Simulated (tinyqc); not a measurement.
From results back to parameters: finite square well with mass mismatch (envelope functions). Three cases, with inputs chosen for the exercise.

Problem. The lowest level of this well was computed from a hidden depth V0.

A square well of width L and depth V0, mass mw inside and mb outside, energies from the bottom of the well, c = hbar^2/2m0. k = sqrt(mw E/c), kappa = sqrt(mb (V0 - E)/c). psi and psi'/m are continuous at the walls (BenDaniel-Duke), so level n solves k L + 2 atan[(k/mw)/(kappa/mb)] = n pi.

Constants: hbar^2/2m0 = 3.80998211 eV angstrom^2.

Find: k; kappa; V0.

Method. For n = 1 the condition reads kappa = (mb/mw) k tan(kL/2); then V0 = E1 + c kappa^2/mb.

Case 1.

Values chosen (out of a larger set: near those of the light valleys of a Si film in HfO2; not measured data):
- L = 66 angstrom (well width)
- mw = 0.186 m0 (mass in the well)
- mb = 0.183 m0 (mass in the barrier)

E1 = 0.037708 eV

Solution.

k = 0.04291 1/angstrom
kappa = 0.2703 1/angstrom
V0 = 1.559 eV

Case 2.

Values chosen (out of a larger set: near those of a GaAs well in AlGaAs; not measured data):
- L = 192 angstrom (well width)
- mw = 0.0655 m0 (mass in the well)
- mb = 0.0911 m0 (mass in the barrier)

E1 = 0.010930 eV

Solution.

k = 0.01371 1/angstrom
kappa = 0.0732 1/angstrom
V0 = 0.235 eV

Case 3.

Values chosen (out of a larger set: near those of an InGaAs well in InAlAs; not measured data):
- L = 135 angstrom (well width)
- mw = 0.042 m0 (mass in the well)
- mb = 0.0743 m0 (mass in the barrier)

E1 = 0.031102 eV

Solution.

k = 0.01852 1/angstrom
kappa = 0.0985 1/angstrom
V0 = 0.529 eV

Computed by tinyqc, one run a case: `OMP_NUM_THREADS=1 python tinyqc.py N N+1 out.jsonl` with N = 1282108, 1282119, 1282302; one thread of a shared Intel(R) Xeon(R) Processor @ 2.30GHz, about 0.01 s a run at most.
